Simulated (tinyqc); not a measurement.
## Gate sheet resistance from two finger widths

Question. At low frequency R = Rsh Wf/(3 L) + B/Wf, where B collects the channel and vertical terms. Find Rsh, B and the width of lowest R.

Parameters, values chosen for the exercise: channel length L = 0.16 um.

input resistance of single fingers, contacted at one end, of width 0.67 and 4.1 um (ohm): 632.44900  136.60569

Answer. R Wf is a straight line in Wf^2; the minimum of R lies where both terms are equal.

Rsh = 4.000 ohm/square
B = 420.0 ohm um
width of lowest R = 7.099 um

Computed by the program tinyqc: `OMP_NUM_THREADS=1 python tinyqc.py 2262155 2262156 out.jsonl`, one thread of a shared Intel Xeon 2.30GHz, about 0.01 s for the whole run.
